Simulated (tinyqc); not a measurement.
Changing the Huang-Rhys factor S: non-radiative capture by multiphonon emission, one effective mode. Computed by tinyqc, a small Python program. Command: `OMP_NUM_THREADS=1 python tinyqc.py 3029877 3029878 out.jsonl capture sweep`. One thread of a shared host (Intel(R) Xeon(R) Processor @ 2.30GHz), about 0.04 s of CPU time with the checks.

The initial state (free carrier plus empty centre) lies dE above the final state; both have the same frequency and are displaced by dQ.

Inputs (values chosen for the exercise, with mass, screening and phonons like those of CdTe):

| quantity | value | unit |
|---|---|---|
| energy released dE | 0.357 | eV |
| phonon energy hbar omega | 18 | meV |
| electron-phonon coupling W | 0.026 | eV/(u^(1/2) angstrom) |
| cell volume V | 1570 | angstrom^3 |
| degeneracy g | 4 | - |
| broadening b | 11 | meV |
| carrier mass m | 0.0943 | m_0 |
| temperature T | 300 | K |
| defect density N_t | 2e+13 | cm^-3 |

Centre: neutral.

Constants: hbar^2/u = 4.18015928e-03 eV angstrom^2; k_B = 8.617333262e-05 eV/K; hbar = 6.582119569e-16 eV s; k_B = 1.380649e-23 J/K; m_0 = 9.1093837015e-31 kg.

Method:
- dQ = sqrt(2 S (hbar^2/u)/hbar omega); relaxation energy lambda = S hbar omega; phonons needed P = dE/hbar omega; classical barrier E_b = (dE - lambda)^2/(4 lambda); occupation n = 1/(exp(hbar omega/k_B T) - 1).
- Huang-Rhys weight for a net emission of p phonons: L_p = exp(-S (2n + 1)) ((n + 1)/n)^(p/2) I_p(2 S sqrt(n (n + 1))), I_p the modified Bessel function.
- M_p = sum_m w_m <m_i|Q|(m + p)_f>^2 with Q counted from the final minimum and Boltzmann weights w_m for m = 0..24; <m_i|Q|k_f> = sqrt((hbar^2/u)/(2 hbar omega)) [sqrt(k) <m|k-1> + sqrt(k+1) <m|k+1>], with overlaps of oscillators displaced by d = sqrt(2 S) summed on 1500 points from -16 to 16 + d.
- The delta function is a Gaussian of standard deviation b at dE - p hbar omega.
- C_0 = V (2 pi/hbar) g W^2 sum_p M_p Gaussian_p. The sum runs over the seven p from round(P) - 3 to round(P) + 3; 1 angstrom^3 = 1e-24 cm^3.
- For a neutral centre the Sommerfeld factor is 1.
- C = s C_0; v = sqrt(3 k_B T/m); sigma = C/v; tau = 1/(C N_t).

One run for each value:

| Huang-Rhys factor S | capture coefficient C (cm^3/s) | classical barrier E_b (eV) | dQ (u^(1/2) angstrom) |
|---|---|---|---|
| 3.0 | 2.972e-11 | 0.4250 | 1.180 |
| 3.7 | 2.882e-10 | 0.3166 | 1.311 |
| 4.6 | 2.329e-09 | 0.2270 | 1.462 |
| 5.8 | 1.558e-08 | 0.1528 | 1.641 |
| 7.3 | 7.256e-08 | 0.0968 | 1.841 |
| 9.1 | 2.281e-07 | 0.0570 | 2.056 |
| 11.0 | 4.734e-07 | 0.0319 | 2.260 |

What does the table show, and why?

Over the rows, capture coefficient C (cm^3/s) rises from 2.97e-11 to 4.73e-7 (exponent d ln y / d ln x 11 between the first rows and 3.9 between the last); classical barrier E_b (eV) falls from 0.425 to 0.0319 (exponent d ln y / d ln x -1.4 between the first rows and -3.1 between the last); dQ (u^(1/2) angstrom) rises from 1.18 to 2.26 (exponent d ln y / d ln x about 0.50 throughout). The barrier vanishes where S equals the number of phonons needed, dE/hbar omega = 19.8. Left out: 1.90, 2.40 (the run failed its checks).

Caution (rows 3.00, 3.70): the largest term is not the one nearest energy conservation, so C_0 depends strongly on the broadening b.

Extremes, crossings and ranges named in words are read from the listed rows.
